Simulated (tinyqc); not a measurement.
# Ballistic transport through the one-dimensional subbands of a rectangular nanowire or nanosheet channel, step by step

A worked calculation. Computed by tinyqc, a small Python program that keeps every step. Command: `OMP_NUM_THREADS=1 python tinyqc.py 3013898 3013899 out.jsonl wire walk`. One thread of a shared host (Intel(R) Xeon(R) Processor @ 2.30GHz), about 0.02 s of CPU time with the checks. Intermediate numbers are printed to about 6 digits and carried at full precision; extremes and crossings named in words are read from the listed rows.

Hard walls, parabolic subbands, transport along x. Energies are counted from the bulk conduction band edge at the top of the barrier, which the gate pulls down by U; the source Fermi level lies at the bulk edge when U = 0.

Inputs (values chosen for the exercise, modelled on silicon):
```
quantity                                   value  unit
light mass m_t                              0.19   m_0
heavy mass m_l                             0.899   m_0
height a                                     3.7    nm
width b                                      5.8    nm
equivalent oxide thickness t                 2.5    nm
gate voltage above flat band V_G            0.96     V
drain voltage V_D                           0.01     V
temperature T                                300     K
mean free path for back-scattering lambda     65    nm
channel length L                              72    nm
```

Valleys: silicon [100] wire.

Constants: hbar^2/(2 m_0) = 3.80998212 eV angstrom^2; k_B = 8.617333262e-05 eV/K; m_0 = 9.1093837015e-31 kg; k_B = 1.380649e-23 J/K; hbar = 1.054571817e-34 J s; eps_0 = 8.8541878128e-12 F/m; e = 1.602176634e-19 C; h = 6.62607015e-34 J s.

## Subbands

E_pq = (hbar^2 pi^2/2)(p^2/(m_y b^2) + q^2/(m_z a^2)); valley pairs: (m_x, m_y, m_z) = (m_t, m_t, m_l), (m_t, m_l, m_t), (m_l, m_t, m_t), each with degeneracy g = 2; the 10 lowest subbands are kept.

Subbands:
```
valley axis  p  q  E (meV)  m_x (m_0)
z            1  1   89.385      0.190
y            1  1  157.000      0.190
z            1  2  181.046      0.190
y            2  1  194.301      0.190
x            1  1  203.398      0.899
y            3  1  256.471      0.190
z            2  1  265.881      0.190
z            1  3  333.813      0.190
y            4  1  343.508      0.190
z            2  2  357.541      0.190
```

The second subband lies 67.6 meV, or 2.62 k_B T, above the first; the lowest belongs to the valleys with the heavy mass across the height.

## Self-consistent barrier

F_j(eta) = (1/Gamma(j + 1)) int_0^infinity x^j/(1 + exp(x - eta)) dx, F_0 = ln(1 + exp(eta)). Integrals over x = E/(k_B T) use 160 Gauss-Legendre points in u = sqrt(x) from 0 to sqrt(max(eta, 0) + 32). With degeneracy g = 2, eta_i = (U - E_i)/(k_B T) and u = e V_D/(k_B T): line density n = sum_i g sqrt(2 m_x k_B T/pi)/(2 hbar) [F_-1/2(eta_i) + F_-1/2(eta_i - u)]; gate: e n = C_ox (V_G - U/e), C_ox = 3.9 eps_0 2 (a + b)/t (flat-plate estimate); I = (2 e k_B T/h) sum_i g [F_0(eta_i) - F_0(eta_i - u)].

C_ox = 262.438 aF/micrometre

U = 162.369 meV

Occupation:
```
subband     eta_i   n_i (1/nm)  I_i (microampere)
1         2.82315  6.94913e-01        1.44488e+00
2         0.20771  2.48170e-01        7.80331e-01
3        -0.72243  1.28547e-01        4.43734e-01
4        -1.23519  8.42855e-02        3.00491e-01
5        -1.58705  1.34751e-01        2.24375e-01
6        -3.64001  8.78860e-03        3.30089e-02
7        -4.00401  6.13670e-03        2.30893e-02
8        -6.63172  4.47943e-04        1.69174e-03
9        -7.00676  3.07932e-04        1.16307e-03
10       -7.54959  1.78981e-04        6.76076e-04
```

line density n = 1.30653 1/nm

ballistic current I = 3.25344 microampere

mean velocity I/(e n) = 0.155423 1e7 cm/s

2 of the subbands lie below the source Fermi level; the lowest carries 44 % of the current with 53 % of the charge. The gate spends 17 % of V_G on moving the bands.

## Conductance, capacitance and scattering

Linear conductance G = (2 e^2/h) sum_i g f(eta_i), g = 2, f = 1/(1 + exp(-eta_i)), with the barrier frozen at the eta_i above; current per perimeter I/(2(a + b)); with scattering, transmission lambda/(lambda + L) and low-bias resistance (1 + L/lambda)/G.

open modes sum g f = 4.52766

ballistic conductance = 350.807 microsiemens

current per perimeter = 171.234 microampere/micrometre

transmission = 0.474453

low-bias resistance with scattering = 6.00812 kiloohm

Even without scattering the wire has h/(2 e^2 M) = 2.85 kiloohm, which sits in the contacts.

## Gate sweep

Open modes are sum_i g/(1 + exp(-eta_i)). The last column is e dn/dV_G over C_ox, taken up to the next row.

Against the gate voltage:
```
V_G (V)   U (meV)     n (1/nm)  I (microampere)   open modes     C_g/C_ox
-0.2100  -210.002  3.65036e-06      1.36188e-05  2.11951e-05  1.03965e-03
-0.1100  -110.106  1.73946e-04      6.48900e-04  1.00983e-03  6.47807e-02
0.0094      1.559  1.28436e-02      4.75940e-02  7.37302e-02  5.19900e-01
0.1400     64.260  1.24063e-01      4.33531e-01  6.48728e-01  7.70919e-01
0.2400     87.168  2.50340e-01      8.20253e-01  1.19297e+00  8.40711e-01
0.3700    107.876  4.29362e-01      1.29766e+00  1.84289e+00  8.77685e-01
0.5100    125.000  6.30634e-01      1.77668e+00  2.49454e+00  9.02021e-01
0.6700    140.677  8.67037e-01      2.30735e+00  3.22554e+00  9.20399e-01
0.8400    154.209  1.12333e+00      2.86533e+00  3.99580e+00  9.33248e-01
1.0000    164.889  1.36792e+00      3.38115e+00  4.70161e+00            -
```

Between the first two rows the current rises one decade per 60 mV, against the limit ln(10) k_B T/e = 60 mV. Above threshold C_g/C_ox lies between 0.77 and 0.93: the quantum capacitance in series costs little, since heavy or many subbands hold the charge.

Checks made by the program: density of the lowest subband against a direct sum over k (relative difference 1e-09).
